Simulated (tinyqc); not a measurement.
Electromigration in a confined line: Blech product, Korhonen stress evolution and Black's law: one step, computed by the program tinyqc.

The electron wind pushes atoms from the cathode (x = 0) to the anode (x = L); blocking ends build a back stress (tension positive). The input rho is taken not to change with temperature. d sigma/dt = d/dx [kappa (d sigma/dx + G)], with zero flux at both ends and sigma = 0 at t = 0.

Task: Stress along the line. sigma(x, t) = G L [1/2 - x/L - 4 sum_(m odd) cos(m pi x/L) exp(-m^2 pi^2 s)/(m pi)^2], s = t/tau, summed to m = 399. Steady state: G L (1/2 - x/L). Take x/L = 0, 0.1, 0.2, 0.3, 0.4, 0.6, 0.8 and 1.

Inputs (values chosen for the exercise, close to those used for copper lines):

| quantity | value | unit |
|---|---|---|
| critical stress sigma_c | 170 | MPa |
| line length L | 35 | um |
| test temperature T | 210 | C |
| time as a fraction of L^2/kappa, s | 0.0057 | - |

Start: stress-free.

stress gradient G = 10.03241 MPa/um

Give: Stress (MPa).

Result:

Stress (MPa):

| x/L | at time s | steady state |
|---|---|---|
| 0.0 | 29.91 | 175.6 |
| 0.1 | 7.04 | 140.5 |
| 0.2 | 0.89 | 105.3 |
| 0.3 | 0.06 | 70.2 |
| 0.4 | 0.00 | 35.1 |
| 0.6 | 0.00 | -35.1 |
| 0.8 | -0.89 | -105.3 |
| 1.0 | -29.91 | -175.6 |

Caution: stresses above sigma_c are formal, since a void forms first.
